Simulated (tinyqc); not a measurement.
Deep-level transient spectroscopy: one step of the calculation.

Schottky contact on an n-type layer with shallow donors Nd (all ionised) and a donor-like deep trap, neutral when filled and positive when empty; depletion approximation. Traps within lam of the depletion edge stay filled. A long pulse to Vp fills the traps beyond x1 = Wp - lam; back at Vr those between x1 and x2 = Wr - lam emit. A rate window reads S = C(t2) - C(t1).

Problem. The transient. W(t)^2 = Wr^2 + (Nt/Nd)(x2^2 - x1^2) exp(-en t), C = eps0 eps_r/W; for small Nt, dC/C = -(Nt/2 Nd) G exp(-en t) with G = (x2^2 - x1^2)/Wr^2. S = C(t2) - C(t1).

Parameters, values chosen for the exercise; material values close to those of germanium:
- eps_r = 15.9 (relative permittivity)
- Nd = 8.8e14 cm^-3 (shallow donor density)
- Nt = 2.6e13 cm^-3 (trap density)
- t1 = 0.5 ms (first sampling time)
- t2 = 1 ms (second sampling time)

Constants: eps0 = 8.8541878128e-14 F/cm where lengths are in cm. Results are converted to the units shown.

t, sample 0 to 6 (ms): 0  0.25  0.5  0.75  1  2  5
en = 1318.4931 1/s
Wr = 2795.8418 nm
G = (x2^2 - x1^2)/Wr^2 = 0.62913930

Wanted: C; C - C(final); S.

Solution.

```
sample  C (nF/cm^2)  C - C(final) (pF/cm^2)
0            4.9892                 -46.157
1            5.0021                 -33.324
2            5.0114                 -24.033
3            5.0181                 -17.319
4            5.0229                 -12.474
5            5.0320                  -3.346
6            5.0353                  -0.064
```

S = 11.559 pF/cm^2

Computed by the program tinyqc: `OMP_NUM_THREADS=1 python tinyqc.py 2050013 2050014 out.jsonl`, one thread of a shared Intel Xeon 2.30GHz, about 0.01 s for the whole run.
